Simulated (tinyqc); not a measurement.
Comparisons within one model: deformation-potential model of the X valleys of a conduction band. A value that a table varies takes the place of the one given here.

Valleys with axes along x, y and z, one whole valley each. Herring-Vogt shift of a valley with unit axis a: dE = Xd tr(e) + Xu a.e.a. Non-degenerate shares n_i = exp(-dE_i/kT)/sum_j exp(-dE_j/kT). Inverse mass tensor of a valley: (1 - a a)/mt + a a/ml; the masses are taken as independent of strain.

s11 = (C11 + C12)/((C11 - C12)(C11 + 2 C12)), s12 = -C12/((C11 - C12)(C11 + 2 C12)), s44 = 1/C44; exx = s11 sxx + s12 (syy + szz) and cyclic, exy = s44 sxy/2; tension is positive. A uniaxial stress X along the unit vector n is s_ij = X n_i n_j.

Constants: kB = 8.617333262e-05 eV/K.

Values chosen for the exercise (near those of GaP; shifted at random, so the results belong to these values and not to a real crystal): ml = 1.967 m0 (longitudinal mass); mt = 0.251 m0 (transverse mass); Xd = 1.48 eV (dilation potential); Xu = 6.11 eV (uniaxial potential); C11 = 140.4 GPa; C12 = 62.4 GPa; C44 = 70.3 GPa; load = uniaxial [110] (kind of stress); T = 77 K (temperature); X1 = 1.2 GPa (size of the stress); X = -1.43 GPa (stress).

## Sweep of a uniaxial [110] stress

m_c = 1/(u.M.u) along [1-10] with M = sum_i n_i (inverse mass tensor); gain against zero stress at a fixed scattering time.

Results:
```
X (GPa)  spread (meV)  lowest edge (meV)    n x    n y    n z  m_c (m0)  gain (%)
-3.00           117.5              -78.9  0.500  0.500  0.000    0.4452     -20.5
-1.50            58.8              -39.5  0.500  0.500  0.000    0.4452     -20.5
-0.60            23.5              -15.8  0.493  0.493  0.014    0.4403     -19.6
0.00              0.0                0.0  0.333  0.333  0.333    0.3539       0.0
0.60             23.5               -7.7  0.027  0.027  0.945    0.2571      37.6
1.50             58.8              -19.3  0.000  0.000  1.000    0.2510      41.0
3.00            117.5              -38.6  0.000  0.000  1.000    0.2510      41.0
```

Along [1-10] the gain is -20.5 % at -3.00 GPa and +41.0 % at 3.00 GPa. The slope at zero stress (from +/- 0.001 GPa), +80.7 % per GPa, carried to the ends would give -242 and +242 %; the response falls behind at both ends, as it saturates once the spread passes a few kT (kT = 6.6 meV, spread up to 118 meV).

## Gain for each load and current direction

Each load has the size X1. Gain m_c(0)/m_c - 1 in per cent from repopulation alone, m_c = 1/(u.M.u), M = sum_i n_i (inverse mass tensor); biaxial means sxx = syy.

Gain (%); + is tension, - compression:
```
load                [100]  [010]  [001]  [110]  [1-10]  [111]
uniaxial [110] (+)   40.9   40.9  -81.8   40.9    40.9    0.0
uniaxial [110] (-)  -20.5  -20.5   41.0  -20.5   -20.5    0.0
uniaxial [100] (+)   41.0  -20.5  -20.5   10.3    10.3    0.0
uniaxial [100] (-)  -82.0   41.0   41.0  -20.5   -20.5    0.0
uniaxial [111] (+)    0.0    0.0    0.0    0.0     0.0    0.0
uniaxial [111] (-)    0.0    0.0    0.0    0.0     0.0    0.0
biaxial (001) (+)    41.0   41.0  -82.0   41.0    41.0    0.0
biaxial (001) (-)   -20.5  -20.5   41.0  -20.5   -20.5    0.0
```

The largest gain is +41.0 %, for 9 entries alike, where the repopulation is complete; for a [110] channel it is +41.0 %, under biaxial (001) (+). No gain or loss appears under uniaxial [111]: the valleys stay equivalent (in real silicon shear also changes the masses, which this model leaves out).

## Temperature and repopulation

The load is fixed; m_c along [1-10] as 1/(u.M.u).

Results:
```
T (K)  kT (meV)    n x    n y    n z  m_c (m0)
50         4.31  0.500  0.500  0.000    0.4452
77         6.64  0.500  0.500  0.000    0.4452
150       12.93  0.497  0.497  0.007    0.4430
225       19.39  0.486  0.486  0.027    0.4361
300       25.85  0.473  0.473  0.054    0.4273
400       34.47  0.455  0.455  0.090    0.4163
500       43.09  0.440  0.440  0.120    0.4074
```

The largest share falls from 0.500 at 50 K to 0.440 at 500 K (equal shares: 0.333); m_c goes from 0.4452 to 0.4074, against 0.3539 without stress. Only spread/kT enters, so the small-stress response goes as 1/T.

## What each parameter does

Spread of the valley edges, lowest edge, largest share and m_c along [1-10]. Each row changes one parameter from the base and keeps the others.

Results:
```
case              spread (meV)  lowest edge (meV)  largest share  m_c (m0)
base                     56.01             -37.63         0.4999    0.4452
ml = 1.574 m0            56.01             -37.63         0.4999    0.4329
mt = 0.301 m0            56.01             -37.63         0.4999    0.5221
Xd = 1.776 eV            56.01             -39.23         0.4999    0.4452
Xu = 4.888 eV            44.81             -31.70         0.4997    0.4450
C11 = 168.48 GPa         41.18             -30.87         0.4995    0.4448
C12 = 49.92 GPa          48.28             -37.03         0.4998    0.4451
C44 = 56.24 GPa          56.01             -37.63         0.4999    0.4452
X = -1.144 GPa           44.81             -30.11         0.4997    0.4450
T = 61.6 K               56.01             -37.63         0.5000    0.4452
```

The largest shifts from the base row, up to three for each result and ties (the steps differ in size, so this ranks the rows, not the parameters). spread (meV): C11 -14.83, Xu -11.20, X -11.20; unchanged at the printed digits by ml, mt, Xd, C44 and T. lowest edge (meV): X +7.53, C11 +6.76, Xu +5.93; unchanged at the printed digits by ml, mt, C44 and T. largest share: C11 -0.0004, Xu -0.0002, X -0.0002; unchanged at the printed digits by ml, mt, Xd and C44. m_c (m0): mt +0.0769, ml -0.0122, C11 -0.0003; unchanged at the printed digits by Xd, C44 and T. Xd moves all valleys together, so it shifts the edge and nothing else.

Computed by tinyqc, a small Python program: `OMP_NUM_THREADS=1 python tinyqc.py 1080001 1080002 out.jsonl` (the numbers bound the seed that draws the inputs); one thread of a shared host (Intel(R) Xeon(R) Processor @ 2.30GHz), about 0.02 s for the whole set of steps.
